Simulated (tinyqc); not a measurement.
# MESFET, gradual channel with velocity saturation: effects of single changes

A uniformly doped n-type channel, depleted from the top by a Schottky gate; at channel potential V the depleted share of a is u = sqrt((Vbi - Vg + V)/Vp), s at the source. Electrons drift with v = mu E/(1 + mu E/vsat). Abrupt depletion edge, no series resistance, source at 0.

Inputs (values chosen for the exercise); material values close to those of indium phosphide: temperature T = 350 K; relative permittivity of the semiconductor eps_r = 12.6; conduction-band density of states at T Nc = 7.13e17 cm^-3; donor density of the channel Nd = 3.4e16 cm^-3; channel thickness a = 220 nm; low-field mobility at this doping mu = 2700 cm^2/(V s); saturation velocity vsat = 1.3e7 cm/s; gate length L = 2 um; gate width W = 300 um; Schottky barrier phiB = 0.83 V; gate voltage Vg = -0.1 V.

Constants: q = 1.602176634e-19 C, kB = 1.380649e-23 J/K, Vt = kB T/q, eps0 = 8.8541878128e-14 F/cm where lengths are in cm. Results are converted to the units shown.

Each table varies one quantity; the others keep the values above.

## Effect of the saturation velocity on saturation

Vbi = phiB - Vt ln(Nc/Nd); Vp = q Nd a^2/(2 eps0 eps_r); G0 = q mu Nd a W/L; Z = mu Vp/(vsat L); s = sqrt((Vbi - Vg)/Vp). I = (G0 Vp/3) F/(1 + Z (u^2 - s^2)), F = 3 (u^2 - s^2) - 2 (u^3 - s^3), with u at V = Vd; Z = 0 gives constant mobility, for which u stops at 1. The current peaks at u = um, the root of (1 - u)(1 + Z (u^2 - s^2)) = Z F/3; beyond Vdsat = Vp (um^2 - s^2) it is held at that value. gm = G0 (um - s)/(1 + Z (um^2 - s^2)).

The same in every row: Isat for Z = 0 (mA) = 1.277.

Results:
```
vsat (cm/s),Z,um,Vdsat (V),Isat (mA),gm (mS)
3e6,5.317,0.9479,0.2235,0.5619,2.557
4.8e6,3.323,0.9596,0.2500,0.6966,3.346
7.7e6,2.072,0.9701,0.2737,0.8290,4.192
1.2e7,1.329,0.9782,0.2924,0.9409,4.965
3.1e7,0.5146,0.9900,0.3199,1.116,6.294
5e7,0.3190,0.9935,0.3281,1.171,6.744
```

Estimate the missing row, vsat = 2e7 cm/s.

Computed row:
```
vsat (cm/s),Z,um,Vdsat (V),Isat (mA),gm (mS)
2e7,0.7976,0.9854,0.3093,1.047,5.750
```

With this row back in the table: As vsat goes from 3e6 to 5e7 cm/s, Vdsat rises from 0.224 to 0.328 V, Isat rises from 0.562 to 1.17 mA and gm rises from 2.56 to 6.74 mS. Isat is 0.440 of the constant-mobility value in the first row and 0.917 in the last. In every row the open channel at the source, (1 - s) a, is under two Debye lengths, so the abrupt edge is rough.

## Effect of the low-field mobility at this doping on saturation

Same model as above.

Results:
```
mu (cm^2/(V s)),Z,um,Vdsat (V),Isat (mA),Isat for Z = 0 (mA),gm (mS)
540,0.2454,0.9949,0.3314,0.2387,0.2555,1.386
890,0.4045,0.9919,0.3244,0.3778,0.4210,2.155
2400,1.091,0.9813,0.2996,0.8756,1.135,4.699
4000,1.818,0.9726,0.2796,1.279,1.892,6.556
6600,3.000,0.9620,0.2554,1.775,3.122,8.622
11000,4.999,0.9495,0.2271,2.360,5.204,10.82
```

Estimate the missing row, mu = 1500 cm^2/(V s).

Computed row:
```
mu (cm^2/(V s)),Z,um,Vdsat (V),Isat (mA),Isat for Z = 0 (mA),gm (mS)
1500,0.6817,0.9872,0.3135,0.5966,0.7096,3.311
```

With this row back in the table: As mu goes from 540 to 11000 cm^2/(V s), Vdsat falls from 0.331 to 0.227 V, Isat rises from 0.239 to 2.36 mA and gm rises from 1.39 to 10.8 mS. Isat is 0.935 of the constant-mobility value in the first row and 0.454 in the last. In every row the open channel at the source, (1 - s) a, is under two Debye lengths, so the abrupt edge is rough.

## Effect of the donor density of the channel on saturation

Same model as above.

Effect of the donor density of the channel on saturation:
```
Nd (cm^-3),Z,um,Vdsat (V),Isat (mA),Isat for Z = 0 (mA),gm (mS)
3.1e16,1.1188,0.98814,0.21654,0.50545,0.62576,3.8859
4.2e16,1.5158,0.95350,0.48249,2.6846,4.2131,7.7024
5.6e16,2.0211,0.90861,0.75349,7.0352,13.760,11.054
7.6e16,2.7429,0.85411,1.0644,15.242,37.596,14.567
1e17,3.6091,0.80236,1.3667,27.168,82.552,17.810
```

Read the table: what changes, and by how much?

As Nd goes from 3.1e16 to 1e17 cm^-3, Vdsat rises from 0.217 to 1.37 V, Isat rises from 0.505 to 27.2 mA and gm rises from 3.89 to 17.8 mS. Isat is 0.808 of the constant-mobility value in the first row and 0.329 in the last. At Nd = 3.1e16 cm^-3 the open channel at the source, (1 - s) a, is under two Debye lengths, so the abrupt edge is rough.

Program tinyqc, `OMP_NUM_THREADS=1 python tinyqc.py 2500102 2500103 out.jsonl`; Intel Xeon 2.30GHz, shared host, one thread, about 0.07 s.
